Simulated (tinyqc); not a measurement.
# Resistance of a tapered via with liner, size effect and interface: what changes with what

A round via whose diameter grows from db at the bottom as D(z) = db + 2 z/tan(ang). The fill, of diameter D - 2 tl, starts above the bottom liner (thickness fb tl) and has rho = rho0 (1 + ks lam/(D - 2 tl)); the sidewall liner conducts in parallel with it. The bottom liner and the interface are crossed over the full area pi db^2/4. Spreading in the lines above and below is left out.

Parameters, values chosen for the exercise; fill metal close to cobalt: diameter at the bottom db = 11 nm; height hv = 19 nm; sidewall angle ang = 86 degrees; bulk resistivity of the fill rho0 = 6.34 uohm cm; mean free path of the fill lam = 12 nm; size-effect factor ks = 1.5; liner on the sidewall tl = 1.6 nm; liner at the bottom over that on the sidewall fb = 1; resistivity of the liner rl = 350 uohm cm; interface resistivity at the bottom ri = 7.6e-12 ohm cm^2; ballistic conductance per area, about 3/(4 rho0 lam) Sb = 1e15 S/m^2; bulk resistivity of the second fill (close to copper) rho2 = 1.66 uohm cm; its mean free path lam2 = 39.7 nm; its liner tl2 = 1.9 nm.

Each table varies one quantity; the others keep the values above.

## Via resistance against the diameter at the bottom

Slices between z0 = fb tl and hv, evaluated at their midpoints: conductance per length pi/4 [(D - 2 tl)^2/rho + (D^2 - (D - 2 tl)^2)/rl], slice resistance = slice height over that. 2000 slices. R_fill = sum of the slices; R_bottom = rl fb tl/(pi db^2/4); R_interface = ri/(pi db^2/4); ballistic (Sharvin) limit 1/(Sb pi (db - 2 tl)^2/4); ideal cylinder rho0 hv/(pi db^2/4).

Via resistance against the diameter at the bottom:
columns A: db (nm); B: R_fill (ohm); C: R_bottom (ohm); D: R_interface (ohm); E: R (ohm); F: ballistic limit (ohm); G: R over ideal cylinder; H: largest part
```
A          B       C        D       E        F       G             H
6     382.76  198.06   26.880  607.70   162.40  14.264          fill
8.3   120.06  103.50   14.046  237.60   48.952  10.672          fill
11    47.760  58.927   7.9972  114.68   20.928  9.0477  bottom liner
16    15.538  27.852   3.7799  47.170   7.7712  7.8732  bottom liner
22    6.4364  14.732   1.9993  23.167   3.6024  7.3109  bottom liner
30    2.8707  7.9224   1.0752  11.868   1.7727  6.9643  bottom liner
42    1.2515  4.0420  0.54856  5.8421  0.84576  6.7191  bottom liner
58   0.58490  2.1195  0.28765  2.9921  0.42398  6.5626  bottom liner
80   0.28179  1.1141  0.15120  1.5471  0.21587  6.4556  bottom liner
```

R falls from 608 to 1.55 ohm. The fill is the largest part at db = 6, the bottom liner from 11 on. R goes as db^(-2.89) between the first two rows and db^(-2.05) between the last two; area alone gives -2. For db = 16, 22, 30, 42, 58, 80 the ballistic limit exceeds half of R_fill, so the diffusive model understates R.

## Via resistance against the liner on the sidewall

Same model as above.

2000 slices.

The same in every row: R_interface (ohm) = 7.997.

Results:
```
tl (nm)  R_fill (ohm)  R_bottom (ohm)  R (ohm)  ballistic limit (ohm)  R over ideal cylinder  largest part
0               25.29               0    33.29                  10.52                  2.626          fill
0.4             29.15           14.73    51.88                  12.24                  4.093          fill
0.9             35.34           33.15    76.48                  15.04                  6.034          fill
1.3             41.77           47.88    97.64                  18.04                  7.703  bottom liner
2.2             63.98           81.02    153.0                  29.23                  12.07  bottom liner
2.7             83.82           99.44    191.3                  40.60                  15.09  bottom liner
3.1             105.8           114.2    228.0                  55.26                  17.99  bottom liner
```

Estimate the missing row, tl = 1.8 nm.

Computed row:
```
tl (nm)  R_fill (ohm)  R_bottom (ohm)  R (ohm)  ballistic limit (ohm)  R over ideal cylinder  largest part
1.8             52.45           66.29    126.7                  23.25                  9.999  bottom liner
```

With this row back in the table: R rises from 33.3 to 228 ohm. The fill is the largest part at tl = 0, the bottom liner from 1.3 on. The share of the two bottom terms goes from 24.0 to 53.6 %. For tl = 3.1 the ballistic limit exceeds half of R_fill, so the diffusive model understates R.

## Two fill metals against the diameter

2000 slices. R_fill = sum of the slices; R_bottom = rl fb tl/(pi db^2/4); R_interface = ri/(pi db^2/4). The second fill has rho2, lam2 and tl2 in place of rho0, lam and tl.

Two fill metals against the diameter:
```
db (nm)  R, first fill (ohm)  R, second fill (ohm)  ratio second/first
6                     607.70                686.77              1.1301
8.5                   222.81                230.63              1.0351
12                    92.681                93.140              1.0050
17                    41.097                41.138              1.0010
24                    19.167                19.263              1.0050
35                    8.5625                8.6573              1.0111
49                    4.2396                4.3070              1.0159
70                    2.0331                2.0738              1.0200
100                  0.98177                1.0044              1.0231
```

What does the table show?

The ratio goes from 1.13 to 1.02. The first fill gives the lower R in every row. Ratios within a few per cent of 1 are a tie, given that ballistic terms are left out.

Computed by the program tinyqc: `OMP_NUM_THREADS=1 python tinyqc.py 2750107 2750108 out.jsonl`, one thread of a shared Intel Xeon 2.30GHz, about 0.01 s for the whole run.
